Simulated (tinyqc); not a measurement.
# Interface traps from C-V curves, high-low and Terman methods: effects of single changes

MOS capacitor on an n-type substrate; psi is the band bending, negative in depletion; only majority carriers are counted. At the bending psi the Fermi level lies y = xi - psi below the conduction edge at the surface, xi = Vt ln(Nc/Nd). Dit(y) = D0 + D1 exp(-y/E1); traps fill up to the Fermi level, follow the bias and a slow signal, and do not follow a fast one. V is the gate voltage from flat band.

Inputs (values chosen for the exercise); band and dielectric values close to those of silicon: temperature T = 200 K; relative permittivity eps_r = 11.5; conduction-band density of states at T Nc = 1.54e19 cm^-3; donor density Nd = 2.8e17 cm^-3; equivalent oxide thickness EOT = 7.1 nm; trap density far from the band edge D0 = 2.9e10 cm^-2 eV^-1; band-tail density at the conduction edge D1 = 6.1e11 cm^-2 eV^-1; decay energy of the tail E1 = 0.08 eV.

Constants: q = 1.602176634e-19 C, kB = 1.380649e-23 J/K, Vt = kB T/q, eps0 = 8.8541878128e-14 F/cm where lengths are in cm. Results are converted to the units shown.

Each table varies one quantity; the others keep the values above.

## Subthreshold swing with traps

Cox = 3.9 eps0/EOT, LD = sqrt(eps0 eps_r Vt/(q Nd)), u = psi/Vt, Cd = (eps0 eps_r/(sqrt(2) LD)) |exp(u) - 1|/sqrt(exp(u) - u - 1). At psi = -0.274 V the swing of a transistor with this gate would be S = Vt ln 10 (1 + (Cd + q Dit)/Cox), Dit as above.

Subthreshold swing with traps:
```
D0 (cm^-2 eV^-1)	Dit (cm^-2 eV^-1)	q Dit/Cox	S (mV/decade)
8.5e9	1.687e10	0.005559	64.24
2.5e10	3.337e10	0.01099	64.46
7.3e10	8.137e10	0.02681	65.08
2.1e11	2.184e11	0.07194	66.87
6.2e11	6.284e11	0.2070	72.23
1.8e12	1.808e12	0.5957	87.66
5.3e12	5.308e12	1.749	133.4
1.5e13	1.501e13	4.944	260.2
```

What does the table show?

S rises from 64.2 to 260 mV/decade; without traps it is 64.0. The traps add 10 mV/decade at Dit = 7.65e11 cm^-2 eV^-1 and equal Cox at 3.04e12.

## Effect of the oxide thickness on the signal

Ideal V0 = psi - sqrt(2) (eps0 eps_r Vt/LD) sqrt(exp(u) - u - 1)/Cox for psi < 0; the traps add dV = (q/Cox) times the integral of Dit from 0 to psi = (q/Cox) [D0 psi + D1 E1 exp(-xi/E1) (exp(psi/E1) - 1)]. 1/C_HF = 1/Cox + 1/Cd, 1/C_LF = 1/Cox + 1/(Cd + q Dit). All at psi = -0.274 V.

Effect of the oxide thickness on the signal:
```
EOT (nm)	dV (mV)	C_HF (nF/cm^2)	C_LF (nF/cm^2)	(C_LF - C_HF)/Cox (%)
1.4	-1.810	266.1	270.8	0.1928
2.5	-3.231	245.3	249.3	0.2922
4.4	-5.687	216.1	219.2	0.3984
8	-10.34	176.4	178.5	0.4812
14	-18.10	135.0	136.2	0.4920
26	-33.61	91.89	92.45	0.4221
46	-59.46	59.97	60.21	0.3175
```

The stretch-out grows in proportion to the EOT, from -1.81 to -59.5 mV, so thin oxides leave Terman's method little to read; the high-low gap goes from 0.193 through a maximum of 0.492 (at EOT = 14 nm among the rows listed) to 0.317 % of Cox.

Program tinyqc, `OMP_NUM_THREADS=1 python tinyqc.py 2030038 2030039 out.jsonl`; Intel Xeon 2.30GHz, shared host, one thread, about 0.01 s.
